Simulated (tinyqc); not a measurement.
Vacuum evaporation: vapour pressure, source flux, thickness distribution, purity and step coverage: one step, computed by the program tinyqc.

Molecular flow, unit sticking of the metal, no re-evaporation. The background gas is taken as water vapour (18.015 g/mol, collision diameter 0.37 nm) at 300 K.

Problem. Offset source and rotation. Rotating wafer, source offset by s and facing upwards: thickness at radius r is the mean over the angle a of (1 + (r^2 + s^2 - 2 r s cos a)/h^2)^(-(n + 3)/2), by 360 equal steps; non-uniformity (max - min)/(max + min) over 21 radii from 0 to R.

Inputs (values chosen for the exercise, modelled on indium, with constants for the liquid):

| quantity | value | unit |
|---|---|---|
| directionality n | 1 | - |
| source-to-wafer distance h | 19 | cm |
| wafer radius R | 7.5 | cm |
| source offset from the axis s/h | 0.38 | - |

Give: centre thickness relative to an axial source; edge over centre, rotating; non-uniformity, rotating.

Solution.

centre thickness relative to an axial source = 0.76356

edge over centre, rotating = 0.84093

non-uniformity, rotating = 8.6405 %
